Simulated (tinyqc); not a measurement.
## Signal and retention of a DRAM cell: failing cells against the refresh interval

A stored one starts at Vd and leaks: Cs dV/dt = -I(V), I = a sqrt((V + Vb)/(Vd + Vb)) + b, with a = Ig exp[-(Eg1 q/kB)(1/T - 1/T0)] (generation in a depletion layer) and b = Is exp[-(Es q/kB)(1/T - 1/T0)]. The bit line is precharged to Vd/2, and charge sharing gives the signal (V - Vd/2) Cs/(Cs + Cb).

The cell fails below Vc = Vd/2 + dm (Cs + Cb)/Cs. With s = sqrt((Vc + Vb)/(Vd + Vb)), the time from Vd to Vc is t = [2 Cs (Vd + Vb)/a] [1 - s - (b/a) ln((a + b)/(a s + b))]. This time is the median of a log-normal spread: failing cells = Nc erfc(z/sqrt 2)/2, z = ln(t/tr)/sg.

Values chosen for this exercise: array voltage Vd = 1.4 V; cell capacitance Cs = 26 fF; bit-line capacitance Cb = 46 fF; smallest signal that the sense amplifier resolves dm = 55 mV; built-in plus back-bias voltage of the storage junction Vb = 1.57 V; junction leakage at V = Vd and T0 Ig = 2.6 fA; voltage-independent leakage at T0 Is = 1.6 fA; activation energy of Is Es = 0.4 eV; reference temperature T0 = 358 K; temperature T = 368 K; deviation of ln(retention time) over the cells sg = 0.62; cells Nc = 8.59e9; activation energy of Ig Eg1 = 0.53 eV.

Constants: q = 1.602176634e-19 C, kB = 1.380649e-23 J/K. Results are converted to the units shown.

Results:

| tr (ms) | z | failing cells |
|---|---|---|
| 16 | 8.005 | 5.140e-6 |
| 32 | 6.887 | 0.02451 |
| 64 | 5.769 | 34.29 |
| 128 | 4.651 | 1.420e4 |
| 256 | 3.533 | 1.766e6 |
| 512 | 2.415 | 6.760e7 |
| 2048 | 0.1789 | 3.685e9 |

Estimate the missing row, tr = 1024 ms.

Computed row:

| tr (ms) | z | failing cells |
|---|---|---|
| 1024 | 1.297 | 8.361e8 |

With this row back in the table: Doubling the interval lowers z by ln 2/sg = 1.12 and multiplies the count by 4770 between the first two rows and by 4.41 between the last two. The count passes 1 at tr = 64 ms among the rows.

Range of the model: Real arrays also hold a tail of unusually leaky cells and cells whose retention varies in time, which this model lacks.

tinyqc, about 0.01 s, one thread, Intel Xeon 2.30GHz (shared host): `OMP_NUM_THREADS=1 python tinyqc.py 2130112 2130113 out.jsonl`
